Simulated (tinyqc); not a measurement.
Offset from the accumulated charge.

Problem. Layer 1 (x < 0) accumulates electrons and layer 2 (x > 0) is depleted. Boltzmann statistics. Sheet densities from the first integral: Q1 = sqrt((2 eps0 eps_r Vt N1/q)(exp(u1) - u1 - 1)) extra electrons, Q2 = sqrt((2 eps0 eps_r Vt N2/q)(exp(-u2) + u2 - 1)) missing ones, u = V/Vt; neutrality Q1 = Q2 + si. V1 + V2 = dE + Vt ln[(N2/Nc2)/(N1/Nc1)]. Find V1, V2 and dE.

Values chosen for this exercise; values of the order of III-V alloys: temperature T = 350 K; relative permittivity of both layers eps_r = 12.9; density of states of the narrow-gap layer 1 Nc1 = 7e17 cm^-3; density of states of the wide-gap layer 2 Nc2 = 1e18 cm^-3; donor density in layer 1 N1 = 4.8e15 cm^-3; donor density in layer 2 N2 = 6.5e16 cm^-3; fixed charge at the interface si = 0 cm^-2.

Constants: q = 1.602176634e-19 C, kB = 1.380649e-23 J/K, Vt = kB T/q, eps0 = 8.8541878128e-14 F/cm where lengths are in cm. Results are converted to the units shown.

Q1 = 4.3074170e11 cm^-2

Solution. Each sheet density rises steadily with its bending, so Q1 fixes V1 and Q2 = Q1 - si fixes V2.

V1 = 0.1375 V
V2 = 0.2303 V
dE = 0.3000 eV

tinyqc, about 0.07 s, one thread, Intel Xeon 2.30GHz (shared host): `OMP_NUM_THREADS=1 python tinyqc.py 2410071 2410072 out.jsonl`
